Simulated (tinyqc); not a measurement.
Reverse leakage of an n+-p junction: diffusion, generation, trap-assisted and band-to-band tunnelling: two steps of the calculation.

One-sided abrupt junction in the depletion approximation, x from the junction (0) to W on the p side, field F = F0 (1 - x/W). Flat quasi-Fermi levels, long p side. Traps generate through SRH with both lifetimes shortened by 1 + Gamma (Hurkx enhancement, form for moderate fields); band-to-band generation is local and needs a total bending above Eg.

Values chosen for this exercise; band and dielectric values close to those of silicon:
- T = 300 K (temperature)
- Eg = 1.12 eV (band gap)
- Na = 3.9e17 cm^-3 (acceptor density of the lighter side)
- Nd = 1e20 cm^-3 (donor density of the heavier side)
- tau = 5e-8 s (SRH lifetime of both carriers at zero field)
- Et = 0 eV (trap level above the intrinsic level)
- Ab = 2.2e14 cm^-0.5 V^-2.5 s^-1 (band-to-band prefactor)
- Bb = 1.96e7 V/cm (band-to-band field constant)
- VR = 1.7 V (reverse bias)

Constants: q = 1.602176634e-19 C, kB = 1.380649e-23 J/K, Vt = kB T/q. Results are converted to the units shown.

Question 1. Generation rates across the layer. u = (Vbi + VR)(1 - x/W)^2, p = Na exp(-u/Vt), n = Nd exp((u - Vbi - VR)/Vt); G0 = ni^2 (1 - exp(-VR/Vt))/(tau (n + p + 2 ni cosh(Et/Vt))); Gamma = 2 sqrt(3 pi)(F/FG) exp((F/FG)^2); trap-assisted part G0 Gamma; G_bb = Ab F^2.5 exp(-Bb/F) with F in V/cm, zero unless Vbi + VR > Eg. 14 equal steps.

ni = 1.0677554e10 cm^-3
Vbi = 1.0437436 V
W = 95.788777 nm
F0 = 572.87371 kV/cm
FG = 376.14652 kV/cm

Give: x; F; Gamma; G0; G0 Gamma; G_bb.

Answer 1.

```
point  x (nm)  F (kV/cm)    Gamma  G0 (cm^-3 s^-1)  G0 Gamma (cm^-3 s^-1)  G_bb (1e13 cm^-3 s^-1)
0       0.000     572.87   95.112         2.2802e7               2.1687e9                  7.5657
1       6.842     531.95   64.162        5.0968e13              3.2702e15                  0.4523
2      13.684     491.03   44.058        1.0648e17              4.6914e18                  0.0172
3      20.526     450.12   30.763        1.0678e17              3.2847e18                  0.0004
4      27.368     409.20   21.812        1.0678e17              2.3290e18                  0.0000
5      34.210     368.28   15.678        1.0678e17              1.6740e18                  0.0000
6      41.052     327.36   11.396        1.0678e17              1.2169e18                  0.0000
7      47.894     286.44   8.3499        1.0677e17              8.9151e17                  0.0000
8      54.736     245.52   6.1365        1.0050e17              6.1671e17                  0.0000
9      61.578     204.60   4.4895        4.2507e15              1.9084e16                  0.0000
10     68.421     163.68   3.2287        3.3842e13              1.0927e14                  0.0000
11     75.263     122.76   2.2290        7.6457e11              1.7042e12                  0.0000
12     82.105      81.84   1.4006        5.1001e10              7.1434e10                  0.0000
13     88.947      40.92  0.67589        1.0048e10               6.7913e9                  0.0000
14     95.789       0.00        0         5.8467e9                      0                  0.0000
```

Question 2. Current components. 14 equal steps.

Each current is q times the trapezoid sum of its rate; J adds J_diff; J_bb under 1e-8 of the sum is given as 0.

```
point     x (nm)  G0 (cm^-3 s^-1)  G0 Gamma (cm^-3 s^-1)  G_bb (cm^-3 s^-1)
0       0.000000      2.2802033e7            2.1687458e9       7.5656599e13
1       6.842056     5.0967509e13           3.2701959e15       4.5227898e12
2      13.684111     1.0648107e17           4.6913720e18       1.7180112e11
3      20.526167     1.0677554e17           3.2847263e18        3.6696903e9
4      27.368222     1.0677554e17           2.3290256e18        3.7156730e7
5      34.210278     1.0677554e17           1.6740321e18        1.3940772e5
6      41.052333     1.0677554e17           1.2168513e18                 ~0
7      47.894389     1.0676970e17           8.9151231e17                 ~0
8      54.736444     1.0049944e17           6.1670997e17                 ~0
9      61.578500     4.2506782e15           1.9083515e16                 ~0
10     68.420555     3.3841848e13           1.0926663e14                 ~0
11     75.262611     7.6456589e11           1.7042458e12                 ~0
12     82.104666     5.1001089e10           7.1434390e10                 ~0
13     88.946722     1.0047930e10            6.7913419e9                 ~0
14     95.788777      5.8466748e9                      0                  0
```

J_diff = 4.9123093e-13 A/cm^2

Give: J_SRH; J_TAT; J_bb; J.

Answer 2.

J_SRH = 8.1689e-8 A/cm^2
J_TAT = 1.6144e-6 A/cm^2
J_bb = 4.6618e-12 A/cm^2
J = 1.6961e-6 A/cm^2

Range of the model: The n+ side is degenerate, so Vbi from Boltzmann statistics is only a guide.

Program tinyqc, `OMP_NUM_THREADS=1 python tinyqc.py 2290093 2290094 out.jsonl`; Intel Xeon 2.30GHz, shared host, one thread, about 0.01 s.

~0 in a residual or rate marks an entry under 1e-11 of the largest of its column.
